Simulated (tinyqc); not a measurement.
Illuminated p-n diode, drift-diffusion by the Gummel loop with Scharfetter-Gummel fluxes: one step of the calculation.

Abrupt junction at x = 0, p side from -Lp, n side to Ln, ohmic contacts. psi is counted from the intrinsic level; n = ni exp((psi - phin)/Vt), p = ni exp((phip - psi)/Vt). Contacts: p side psi = V - Vt ln(Na/ni), p = Na, n = ni^2/Na; n side psi = Vt ln(Nd/ni), n = Nd, p = ni^2/Nd. Constant mobilities, D = mu Vt, Boltzmann statistics, SRH recombination through a mid-gap level, U = (n p - ni^2)/(tp (n + ni) + tn (p + ni)). Current is positive from the p contact to the n contact.

Task. Poisson equation. With phin and phip held, solve a_i (psi_(i+1) - psi_i) - a_(i-1) (psi_i - psi_(i-1)) + q w_i (p_i - n_i + C_i) = 0 for the inner nodes by Newton steps to convergence; a_i = eps0 eps_r/h_i, h_i = x_(i+1) - x_i, w_i = (h_(i-1) + h_i)/2, C = -Na or +Nd.

Values chosen for this exercise; band and dielectric values close to those of In0.53Ga0.47As:
```
symbol,value,unit,meaning
T,350,K,temperature
eps_r,13.8,,relative permittivity
Na,4.8e15,cm^-3,acceptor density of the p side
Nd,6.7e16,cm^-3,donor density of the n side
V,0.16,V,bias of the p contact
```

Constants: q = 1.602176634e-19 C, kB = 1.380649e-23 J/K, Vt = kB T/q, eps0 = 8.8541878128e-14 F/cm where lengths are in cm. Results are converted to the units shown.

x, node 0 to 11 (nm): [-2000, -1060, -543, -261, -107, -23, 23, 77.6, 143, 220, 311, 420]
ni = 8.0132240e12 cm^-3
phin after round 1, node 0 to 11 (V): [0.16000000, 0.01755994, 0.00480277, 0.00058830, 0.00001603, 0.00000057, 0.00000028, 0.00000023, 0.00000019, 0.00000013, 0.00000007, 0.00000000]
phip after round 1, node 0 to 11 (V): [0.16000000, 0.16001581, 0.16002017, 0.16002209, 0.16002795, 0.16008046, 0.16038902, 0.16072609, 0.15934927, 0.15452983, 0.14130491, 0.00000000]

Give: psi; n after Poisson; p after Poisson.

Result.

psi, node 0 to 11 (V): [-0.03289, -0.03287, -0.03233, -0.01930, 0.06454, 0.17159, 0.25829, 0.27112, 0.27231, 0.27239, 0.27239, 0.27239]
n after Poisson, node 0 to 11 (cm^-3): [1.3377e10, 1.5053e12, 2.3392e12, 4.1443e12, 6.8066e13, 2.3690e15, 4.1984e16, 6.4244e16, 6.6817e16, 6.6991e16, 6.7000e16, 6.7000e16]
p after Poisson, node 0 to 11 (cm^-3): [4.8000e15, 4.8004e15, 4.7161e15, 3.0613e15, 1.9000e14, 5.4714e12, 3.1191e11, 2.0613e11, 1.8934e11, 1.6096e11, 1.0381e11, 9.5838e8]

tinyqc, about 0.6 s, one thread, Intel Xeon 2.30GHz (shared host): `OMP_NUM_THREADS=1 python tinyqc.py 2240003 2240004 out.jsonl`
